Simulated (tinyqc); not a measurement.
Octagonal on-chip spiral inductor, lumped pi model: two steps of the calculation.

Outer diameter do = di + 2 n wd + 2 (n - 1) sp, mean da = (do + di)/2, fill p = (do - di)/(do + di), length l = 3.314 n da. L = 2.25 mu0 n^2 da/(1 + 3.55 p), mu0 = 4 pi 1e-7 H/m. Rs = rho l/(wd delta (1 - exp(-th/delta))), delta = sqrt(rho/(pi f mu0)). Cs = n wd^2 eps0 eo/hu across the coil. At each end Cox = l wd eps0 eo/(2 ho) leads to the substrate branch Rsi = 2 rs he/(l wd) in parallel with Csi = l wd eps0 11.7/(2 he). With one end grounded Y = 1/(Rs + i w L) + i w Cs + 1/[1/(i w Cox) + 1/(1/Rsi + i w Csi)], w = 2 pi f; Q = -Im Y/Re Y. Eddy currents in neighbouring turns and in the substrate are left out.

Inputs (values chosen for the exercise); values of the order met in silicon radio-frequency processes: number of turns n = 4.5; line width wd = 10 um; space between turns sp = 3 um; inner diameter di = 100 um; metal thickness th = 4 um; metal resistivity rho = 1.9 uohm cm; oxide below the coil ho = 9.5 um; oxide between coil and underpass hu = 1.3 um; relative permittivity of the oxide eo = 3.9; substrate resistivity rs = 20 ohm cm; effective spreading depth in the substrate he = 50 um; frequency f = 1.8 GHz.

Constants: eps0 = 8.8541878128e-12 F/m. Results are converted to the units shown.

Task 1. Geometry and model elements. do, l, L, delta, Rs, Cs, Cox, Rsi and Csi as defined.

Find: do; l; L; delta; Rs; Cs; Cox; Rsi; Csi.

Result 1.

do = 211.0 um
l = 2319 um
L = 3.927 nH
delta = 1.635 um
Rs = 2.950 ohm
Cs = 11.95 fF
Cox = 42.15 fF
Rsi = 862.5 ohm
Csi = 24.02 fF

Task 2. Admittance, quality factor and apparent inductance. Series branch 1/(Rs + i w L), substrate branch, total Y, Q = -Im Y/Re Y, apparent inductance Im(1/Y)/w, metal-only value w L/Rs, share of the loss in the substrate Re(substrate branch)/Re Y.

L = 3.9272475 nH
Rs = 2.9500959 ohm
Cs = 11.953154 fF
Cox = 42.145882 fF
Rsi = 862.45131 ohm
Csi = 24.023153 fF

Give: series branch; substrate branch; Y; Q; apparent inductance; w L/Rs; share of the loss in the substrate.

Result 2.

series branch = 1.489-22.415i mS
substrate branch = 0.13833+0.38738i mS
Y = 1.627-21.893i mS
Q = 13.455
apparent inductance = 4.0165 nH
w L/Rs = 15.056
share of the loss in the substrate = 8.5013 %

Q is 89.4 % of the metal-only value.

Computed by the program tinyqc: `OMP_NUM_THREADS=1 python tinyqc.py 2302197 2302198 out.jsonl`, one thread of a shared Intel Xeon 2.30GHz, about 0.01 s for the whole run.
